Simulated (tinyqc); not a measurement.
Adsorption as a lattice gas: isotherms with interactions, competition, desorption peaks and saturation dose: one step, computed by the program tinyqc.

One adsorbate per site; a molecule needs 1 empty site. Gas and surface have the same temperature.

Task: Coverage with interactions. With u = w/(k_B T). Mean field: theta/(1 - theta) = y exp(-z u theta). Quasi-chemical: theta/(1 - theta) = y [(r - 1 + 2 theta)(1 - theta)/((r + 1 - 2 theta) theta)]^(-z/2) exp(-z u/2), r = sqrt(1 - 4 theta (1 - theta)(1 - exp(-u))).

Inputs (values chosen for the exercise, for a model surface): pair energy w (positive repels) = 0.081 eV; neighbours z = 3; temperature T = 550 K.

Adsorption: molecular (first order).

y = 2.477338

Constants: k_B = 8.617333262e-05 eV/K.

Give: u; coverage, mean field; coverage, quasi-chemical.

Result:

u = 1.7090

coverage, mean field = 0.32209

coverage, quasi-chemical = 0.35801

Caution: for z u near 4 or above (near 8 on the triangular lattice, z = 6) mean field itself predicts sublattice order near half coverage (the exact threshold is higher); both uniform formulas leave ordering out.
